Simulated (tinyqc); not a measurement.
Scale length and length offset from two DIBL values.

Question. DIBL = exp(-Le/(2 l)) + 2 exp(-Le/l) with Le = L - dL. Find l, dL and the drawn length for a DIBL of 100 mV/V.

DIBL at drawn lengths 35 and 59 nm (mV/V): [80.342661, 10.372661]

Solution. With e = exp(-Le/(2 l)), 2 e^2 + e = DIBL gives e and so Le/l at each length; Le/l is a straight line in L with slope 1/l.

l = 6.200 nm
dL = 2.100 nm
length for 100 mV/V = 32.61 nm

Program tinyqc, `OMP_NUM_THREADS=1 python tinyqc.py 2002097 2002098 out.jsonl`; Intel Xeon 2.30GHz, shared host, one thread, about 0.01 s.
